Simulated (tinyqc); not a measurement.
# Changing the Ge fraction x

Model: composition and strain of an epitaxial Si(1-x)Ge(x) layer from Raman and X-ray peaks. Computed by tinyqc, a small Python program. Command: `OMP_NUM_THREADS=1 python tinyqc.py 3009879 3009880 out.jsonl epiraman sweep`. One thread of a shared host (Intel(R) Xeon(R) Processor @ 2.30GHz), about 0.01 s of CPU time with the checks.

A (001) layer, biaxially strained in the plane. The Raman peaks follow empirical lines omega = w0 + c1 x + c3 x^3 + b eps (c3 for Si-Ge alone), with eps the in-plane strain.

Inputs (values chosen for the exercise, modelled on silicon-germanium):
```
quantity,value,unit
degree of relaxation R,0.54,-
lattice constant of Si,5.431,angstrom
lattice constant of Ge,5.658,angstrom
bowing B,0.024,angstrom
2 C12/C11 of Si,0.764,-
2 C12/C11 of Ge,0.745,-
Si-Si: w0,520.7,1/cm
Si-Si: c1,-66.4,1/cm
Si-Si: strain coefficient b,-776,1/cm
Si-Ge: w0,400,1/cm
Si-Ge: c1,23.5,1/cm
Si-Ge: c3,-31.9,1/cm
Si-Ge: strain coefficient b,-576,1/cm
Ge-Ge: w0,280.1,1/cm
Ge-Ge: c1,19,1/cm
Ge-Ge: strain coefficient b,-424,1/cm
X-ray wavelength,1.540598,angstrom
```

Substrate: silicon.

Method:
- Relaxed lattice constant a(x) = a_Si + (a_Ge - a_Si) x - B x (1 - x).
- In-plane constant a_par = a_sub + R (a(x) - a_sub); eps = a_par/a(x) - 1; eps_perp = -(2 C12/C11) eps with 2 C12/C11 linear in x; a_perp = a(x) (1 + eps_perp).
- Insert x and eps in the three lines; the strain part is b eps.
- Bragg angle theta = arcsin(2 lambda/a) for (004), for the substrate with a_sub and the layer with a_perp; separation in arc seconds.

One run for each value:
```
Ge fraction x,Si-Si peak (1/cm),Si-Ge peak (1/cm),Ge-Ge peak (1/cm),in-plane strain eps (per mille),"separation, layer less substrate (arcsec)"
0.08,516.46,402.66,282.21,-1.384,-576.5
0.18,511.18,405.85,284.85,-3.139,-1303.1
0.29,505.40,408.97,287.77,-5.100,-2109.6
0.40,499.64,411.44,290.71,-7.092,-2923.2
0.50,494.43,412.91,293.39,-8.928,-3668.3
0.60,489.23,413.42,296.07,-10.789,-4418.4
0.71,483.54,412.68,299.04,-12.862,-5248.7
0.82,477.86,410.30,302.02,-14.963,-6083.9
0.92,472.72,406.51,304.74,-16.895,-6847.1
```

Over the rows, Si-Si peak (1/cm) falls from 516 to 473 (exponent d ln y / d ln x -0.013 between the first rows and -0.094 between the last); Si-Ge peak (1/cm) goes from 403 through a maximum among these rows, 413 at 0.600, to 407; Ge-Ge peak (1/cm) rises from 282 to 305 (exponent d ln y / d ln x 0.011 between the first rows and 0.078 between the last). Composition and strain both change with x. The Si-Si peak moves by -52.1 per cm per unit x on average, against c1 = -66.4 without strain: eps moves towards compression as x grows, which offsets part of the fall, in proportion to 1 - R.

Caution (rows 0.0800, 0.180, 0.820, 0.920): near either end one of the like-atom peaks is weak, since its intensity follows the number of such bonds.

Extremes, crossings and ranges named in words are read from the listed rows.
